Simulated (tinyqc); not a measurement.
# Inputs raised by 5 %, one at a time

Model: sheet resistance and Hall data of a diffused or implanted layer. Computed by tinyqc, a small Python program. Command: `OMP_NUM_THREADS=1 python tinyqc.py 3022705 3022706 out.jsonl layer sens`. One thread of a shared host (Intel(R) Xeon(R) Processor @ 2.30GHz), about 0.09 s of CPU time with the checks.

Carriers are taken equal to the net active doping down to the junction (full ionisation, which deep dopants in wide-gap hosts do not reach; no spill-over, no depletion), and the Hall factor is 1.

Inputs (values chosen for the exercise, modelled on boron in silicon):
```
quantity                                 value        unit
mu_min                                    44.9  cm^2/(V s)
mu_max                                     477  cm^2/(V s)
N_ref                                  2.1e+17      1/cm^3
exponent alpha                             0.7           -
peak concentration N_0                 5.8e+20      1/cm^3
length scale l                              28          nm
background doping N_B (opposite type)  2.9e+17      1/cm^3
solubility limit N_s                   1.7e+20      1/cm^3
```

Profile: complementary error function. Activation: limited by solubility.

Constants: e = 1.602176634e-19 C.

Method:
- N(x) = N_0 erfc(x/l), dose N_0 l/sqrt(pi), junction x_j = l erfc^-1(N_B/N_0).
- Mobility mu = mu_min + (mu_max - mu_min)/(1 + (N_t/N_ref)^alpha), N_t = active doping + N_B; carriers n = active doping - N_B, active doping min(N, N_s).
- Integrals from x_0 (0 unless stated) to x_j by the midpoint rule on 400 even intervals: 1/R_s = e int n mu dx; sheet density n_s = int n dx; Hall sheet density (int n mu dx)^2/int n mu^2 dx; Hall mobility int n mu^2 dx/int n mu dx.
- Mean conductivity 1/(R_s x_j); mean mobility 1/(e n_s R_s).

Runs; columns: (1) input moved; (2) from; (3) to; (4) sheet resistance R_s (ohm); (5) Hall mobility (cm^2/(V s)); (6) junction depth x_j (nm); (7) mean conductivity 1/(R_s x_j) (S/cm):
```
(1)                                                 (2)        (3)     (4)     (5)     (6)     (7)
base run                                              -          -  236.14  50.915  68.915  614.49
peak concentration N_0 (1/cm^3)                 5.8e+20   6.09e+20  232.58  50.869  69.174  621.56
length scale l (nm)                                  28       29.4  224.89  50.915  72.361  614.49
background doping N_B (opposite type) (1/cm^3)  2.9e+17  3.045e+17  236.21  50.897  68.656  616.62
mu_min (cm^2/(V s))                                44.9     47.145  226.18  53.101  68.915  641.56
mu_max (cm^2/(V s))                                 477     500.85  234.74  51.276  68.915  618.16
N_ref (1/cm^3)                                  2.1e+17  2.205e+17  235.28  51.131  68.915  616.74
solubility limit N_s (1/cm^3)                   1.7e+20  1.785e+20  229.17  50.768  68.915  633.17
```

Exponents ln(y'/y) / ln(x'/x):
```
input                                  sheet resistance R_s  Hall mobility  junction depth x_j  mean conductivity 1/(R_s x_j)
peak concentration N_0                               -0.311         -0.018               0.077                          0.234
length scale l                                       -1.000          0.000               1.000                          0.000
background doping N_B (opposite type)                 0.006         -0.007              -0.077                          0.071
mu_min                                               -0.883          0.862               0.000                          0.883
mu_max                                               -0.122          0.145               0.000                          0.122
N_ref                                                -0.075          0.087               0.000                          0.075
solubility limit N_s                                 -0.614         -0.059               0.000                          0.614
```

Which inputs matter most for each result?

Among the inputs moved here: sheet resistance R_s answers most in size to length scale l (exponent -1.000), next to mu_min (-0.883). Its exponent -1.000 in length scale l: the profile only stretches. Hall mobility answers most in size to mu_min (exponent +0.862), next to mu_max (+0.145); its exponent is below 0.0005 for length scale l. Junction depth x_j answers most in size to length scale l (exponent +1.000), next to peak concentration N_0 (+0.077); its exponent is below 0.0005 for mu_min, mu_max, N_ref, solubility limit N_s. Its exponent +1.000 in length scale l: the profile only stretches. Mean conductivity 1/(R_s x_j) answers most in size to mu_min (exponent +0.883), next to solubility limit N_s (+0.614); its exponent is below 0.0005 for length scale l. Its exponent 0.000 in length scale l: Irvin's observation: 1/(R_s x_j) depends on the concentrations and the shape alone.

Extremes, crossings and ranges named in words are read from the listed rows.
